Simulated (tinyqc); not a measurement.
# Oxidation of curved silicon (wires and holes): cylindrical Deal-Grove kinetics with stress-retarded reaction, step by step

A worked calculation. Computed by tinyqc, a small Python program that keeps every step. Command: `OMP_NUM_THREADS=1 python tinyqc.py 3005221 3005222 out.jsonl wireox walk`. One thread of a shared host (Intel(R) Xeon(R) Processor @ 2.30GHz), about 0.01 s of CPU time with the checks. Intermediate numbers are printed to about 7 digits and carried at full precision; extremes and crossings named in words are read from the listed rows.

Silicon fills r < a and oxide a < r < b. One volume of silicon gives 2.25 volumes of oxide, and the length is fixed.

Inputs (values chosen for the exercise, close to those used for silicon in dry oxygen): prefactor B0 = 725 um^2/h; activation energy E_B = 1.23 eV; prefactor (B/A)0 = 4.41e+06 um/h; activation energy E_A = 1.98 eV; starting silicon radius a0 = 24 nm; starting oxide x_i = 2 nm; viscosity prefactor eta0 = 1.5e-08 Pa s; viscosity energy E_eta = 5.69 eV; critical shear stress s_c = 80 MPa; activation volume V_k = 11 angstrom^3; temperature T = 950 C; time t = 0.48 h.

Shape: wire (convex).

Constants: k_B = 8.617333262e-05 eV/K.

## Planar constants and viscosity

B = B0 exp(-E_B/(k_B T)), B/A = (B/A)0 exp(-E_A/(k_B T)), eta = eta0 exp(E_eta/(k_B T)); 1 um = 1000 nm. Temperatures in kelvin are T(C) + 273.15.

B = 6199.199 nm^2/h

B/A = 30.63309 nm/h

low-stress viscosity eta = 4.175927e+15 Pa s

k_B T = 0.1054029 eV

## Rate at the start

Geometry: b^2 = b0^2 + 1.25 (a0^2 - a^2), b0 = a0 + x_i. Rate of oxide made per interface area: q = 1/[1/k + 2 a |ln(b/a)|/B], and |da/dt| = q/2.25. Reaction k = (B/A) exp(-sigma V_k/(k_B T)). New oxide pushes the old with radial speed u = 1.25 |da/dt| at r = a; the shear stress at radius r is s_c asinh(z a^2/r^2), z = 2 eta u/(a s_c) (Eyring flow), and the compressive normal stress at the interface is sigma = |int_a^b 2 s/r dr| = s_c |F(z) - F(z a^2/b^2)|, F(y) = int_0^y asinh(w)/w dw. q and sigma are solved together. 1 MPa angstrom^3 = 6.241509e-6 eV.

oxide radius b0 = 26 nm

rate q without stress = 30.06234 nm/h

normal stress sigma = 133.7038 MPa

factor on the reaction = 0.9165937

rate q with stress = 27.59784 nm/h

## State after time t

Integrate da/dt adaptively (tolerance 1e-8); a wire counts as consumed at a = 0.5 nm and a hole as closed at b = 0.5 nm. Planar reference: x^2 + A x = B t + x_i^2 + A x_i, A = B/(B/A).

silicon radius a = 19.31284 nm

oxide thickness = 11.17925 nm

normal stress at time t = 720.6682 MPa

planar thickness = 15.53161 nm

ratio to the planar thickness = 0.7197736

Stress now cuts the reaction constant to 63 % of its planar value. Caution: planar dry oxides this thin grow faster than Deal-Grove predicts. Caution: the oxide is taken as a purely viscous fluid in steady flow; elasticity, stress-dependent diffusion and thin-oxide enhancement are left out.

## Geometry alone against geometry with stress

A dash marks a stress-free run that has consumed the wire or closed the hole.

Oxide thickness (nm):
```
t (h)     planar  curved, no stress  curved, with stress    a (nm)  sigma (MPa)
0.0144   2.43166            2.41182              2.37534  23.82503      158.348
0.0480   3.43195            3.35351              3.21425  23.42891      213.014
0.0960   4.84457            4.65546              4.33392  22.88927      285.226
0.1920   7.61479            7.12513              6.34817  21.88677      413.648
0.3360  11.64266           10.55111              8.94748  20.53206      578.326
0.4800  15.53161           13.70833             11.17924  19.31284      720.668
0.7200  21.74010           18.50526             14.32256  17.50477      926.311
0.9600  27.64974           22.84744             16.94726  15.90991     1106.476
```

At 0.96 h the thickness is 0.826 of the planar value from geometry alone and 0.613 with stress. On a wire the new oxide spreads over a larger circumference, which thins it, while the oxidant converges on a smaller interface. Stress and geometry both count. Caution: elasticity of the oxide, stress-dependent diffusion and thin-oxide enhancement are left out.

Checks made by the program: large-radius limit against the planar law (relative difference 5e-08).
